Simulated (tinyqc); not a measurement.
Short-channel transistor, virtual-source model with series resistance: one step of the calculation.

The current per gate width is the charge at the top of the source barrier (the virtual source) times its velocity times a saturation function; al and be are fitting constants of the model. Units: I in uA/um, Rs in ohm um, so I Rs = 1e-6 I Rs in volts; Q in uC/cm^2, so I = 1e-4 Q vx0 Fsat with vx0 in cm/s.

Problem. Current through the series resistance. Intrinsic voltages Vg' = Vgs - I Rs, Vd' = Vds - 2 I Rs. n = n0 + nd Vd', VT = VT0 - dl Vd', Ff = 1/(1 + exp((Vg' - VT + al Vt/2)/(al Vt))), Q = Cinv n Vt ln(1 + exp((Vg' - VT + al Vt Ff)/(n Vt))), Vdsat = (vx0 L/mu)(1 - Ff) + Vt Ff, Fsat = u/(1 + u^be)^(1/be) with u = Vd'/Vdsat, and I(out) = Q vx0 Fsat per width. (Fsat takes the sign of u.) Newton step: I(new) = I + (I(out) - I)/(1 - s), s = dI(out)/dI by a central difference with +/- 0.001 uA/um.

Values chosen for this exercise:

| symbol | value | unit | meaning |
|---|---|---|---|
| T | 300 | K | temperature |
| Cinv | 2.57 | uF/cm^2 | inversion capacitance |
| vx0 | 3.67e7 | cm/s | velocity at the virtual source |
| mu | 320 | cm^2/(V s) | apparent mobility |
| L | 16 | nm | channel length |
| VT0 | 0.45 | V | threshold at zero drain voltage |
| dl | 0.023 | V/V | drain-induced barrier lowering |
| n0 | 1.13 |  | subthreshold factor |
| nd | 0.2 | 1/V | growth of n with drain voltage |
| al | 3.5 |  | threshold shift (in units of Vt) from weak to strong inversion |
| be | 1.6 |  | sharpness of saturation |
| Rs | 120 | ohm um | series resistance of each contact |
| Vgs | 1 | V | gate voltage |
| Vds | 0.05 | V | drain voltage |

Constants: q = 1.602176634e-19 C, kB = 1.380649e-23 J/K, Vt = kB T/q. Results are converted to the units shown.

I after iteration 1 = 190.43925 uA/um

Wanted: Vg'; Vd'; VT; Ff; Q; Vdsat; Fsat; I(out); s; I after iteration 2.

Solution.

Vg' = 0.9771 V
Vd' = 0.004295 V
VT = 0.4499 V
Ff = 0.001784
Q = 1.355 uC/cm^2
Vdsat = 0.1832 V
Fsat = 0.02340
I(out) = 116.4 uA/um
s = -6.517
I after iteration 2 = 180.6 uA/um

Numbers from tinyqc (`OMP_NUM_THREADS=1 python tinyqc.py 2380130 2380131 out.jsonl`; about 0.01 s on one thread of a shared Intel Xeon 2.30GHz).
